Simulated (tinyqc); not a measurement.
Thin film between two gates, subbands and threshold shift from confinement: two steps of the calculation.

Undoped body with a flat potential across it, hard walls, transport along x. One isotropic valley (g = 1, mx = my = mz = me). Non-parabolicity enters the subband edges through E (1 + al E) = gamma, so E = 2 gamma/(1 + sqrt(1 + 4 al gamma)); motion within a subband is taken as parabolic with the band-edge mass. Energies are counted from the bulk band edge.

Parameters, values chosen for the exercise; masses close to those of InAs:
- T = 200 K (temperature)
- me = 0.0228 m0 (mass at the band edge)
- al = 2.6 1/eV (non-parabolicity)
- t = 10.4 nm (film thickness (along z))
- dl = 0.3 nm (widening of the box by penetration into the insulator)

Constants: q = 1.602176634e-19 C, kB = 1.380649e-23 J/K, hbar = 1.054571817e-34 J s, m0 = 9.1093837015e-31 kg, Vt = kB T/q, hbar^2/(2 m0) = 0.0380998212 eV nm^2. Results are converted to the units shown.

Question 1. Lowest subbands. gamma = C (pi k/(t + dl))^2/mz, C = hbar^2/(2 m0). List the 5 lowest, labelled by quantum numbers, with degeneracy g and N_k: N_k = g sqrt(mx my) m0 kB T/(pi hbar^2).

Find: E_k; g; N_k.

Answer 1.

```
subband  E_k (eV)  g  N_k (cm^-2)
1         0.11164  1    1.6415e11
2         0.31622  1    1.6415e11
3         0.53956  1    1.6415e11
4         0.76866  1    1.6415e11
5          1.0002  1    1.6415e11
```

Question 2. Threshold shift. Each subband has N_k = g sqrt(mx my) m0 kB T/(pi hbar^2); without degeneracy n = exp(EF/Vt) sum N_k exp(-E_k/Vt). Classical value Nc times t, Nc = sum over valleys of 2 g (m m0 kB T/(2 pi hbar^2))^1.5 with m = (mx my mz)^(1/3). Threshold shift dVT = Vt ln(classical value/sum N_k exp(-E_k/Vt)). Use the subbands listed.

```
subband    E_k (eV)   N_k (cm^-2)
1        0.11164459  1.6414775e11
2        0.31622079  1.6414775e11
3        0.53955631  1.6414775e11
4        0.76865959  1.6414775e11
5         1.0002110  1.6414775e11
```

Give: shares; sum N_k exp(-E_k/Vt); Nc; classical value; dVT.

Answer 2.

shares, subband 1 to 5 (%): 99.999  0.001  0.000  0.000  0.000
sum N_k exp(-E_k/Vt) = 2.5230e8 cm^-2
Nc = 4.7026e16 cm^-3
classical value = 4.8907e10 cm^-2
dVT = 90.776 mV

Range of the model: Non-parabolicity also makes carriers heavier within each subband, which is left out, so densities of states are understated at high energy.

tinyqc, about 0.02 s, one thread, Intel Xeon 2.30GHz (shared host): `OMP_NUM_THREADS=1 python tinyqc.py 2350004 2350005 out.jsonl`
